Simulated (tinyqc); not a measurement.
# Admittance spectroscopy of a deep trap: admittance against frequency

Schottky contact on an n-type layer with shallow donors Nd (all ionised) and a donor-like deep trap, neutral when filled and positive when empty; depletion approximation. Traps within lam of the depletion edge stay filled. The traps at xt = W - lam, where the level crosses the Fermi level, follow a slow signal and not a fast one. w = 2 pi f.

Emission rate en = sn vth(T) Nc(T) exp(-Et/kB T) = sn g T^2 exp(-Et/kB T), g = vth Nc/(300 K)^2, as vth goes as T^0.5 and Nc as T^1.5 (degeneracy factor 1). lam = sqrt(2 eps0 eps_r (EF - ET)/(q Nd)), EF - ET = Et - (kB T/q) ln(Nc(T)/Nd), Nc(T) = Nc (T/300 K)^1.5. In the steady state at the band bending V, 2 eps0 eps_r V/q = Nd W^2 + Nt (W - lam)^2 (the second term only if W > lam). V = Vbi + Vr. C_HF = eps0 eps_r/W, C_LF = eps0 eps_r (Nd + Nt)/(Nd W + Nt xt). Inflection frequency w0 = 2 en [1 + Nt xt/(Nd W)]; C = C_HF + (C_LF - C_HF)/(1 + (w/w0)^2), G/w = (C_LF - C_HF)(w/w0)/(1 + (w/w0)^2).

Parameters, values chosen for the exercise; material values close to those of 4H silicon carbide:
- eps_r = 9.64 (relative permittivity)
- Nc = 1.7e19 cm^-3 (conduction-band density of states at 300 K)
- vth = 1.9e7 cm/s (thermal velocity at 300 K)
- Nd = 1e17 cm^-3 (shallow donor density)
- Vbi = 1.03 V (built-in voltage)
- Et = 0.6 eV (depth of the trap below the conduction edge)
- sn = 2.1e-17 cm^2 (capture cross-section)
- Nt = 1.5e16 cm^-3 (trap density)
- Vr = 0 V (reverse bias)
- T = 426 K (temperature)

Constants: q = 1.602176634e-19 C, kB = 1.380649e-23 J/K, eps0 = 8.8541878128e-14 F/cm where lengths are in cm. Results are converted to the units shown.

Results:

| f (Hz) | C (nF/cm^2) | G/w (nF/cm^2) |
|---|---|---|
| 15 | 89.62 | 0.2976 |
| 32 | 89.57 | 0.6312 |
| 67 | 89.39 | 1.289 |
| 140 | 88.70 | 2.429 |
| 290 | 86.82 | 3.547 |
| 610 | 84.27 | 3.219 |
| 1300 | 82.88 | 1.905 |
| 2700 | 82.47 | 0.9724 |
| 12000 | 82.35 | 0.2226 |

Estimate the missing row, f = 5600 Hz.

Computed row:

| f (Hz) | C (nF/cm^2) | G/w (nF/cm^2) |
|---|---|---|
| 5600 | 82.37 | 0.4754 |

With this row back in the table: C falls from 89.6 to 82.3 nF/cm^2, between C_LF = 89.6 and C_HF = 82.3, and G/w goes from 0.298 through a maximum of 3.55 (at f = 290 Hz among the rows listed) to 0.223 nF/cm^2. The exact peak is half of the step, 3.64 nF/cm^2, at 367 Hz.

Computed by the program tinyqc: `OMP_NUM_THREADS=1 python tinyqc.py 2050152 2050153 out.jsonl`, one thread of a shared Intel Xeon 2.30GHz, about 0.01 s for the whole run.
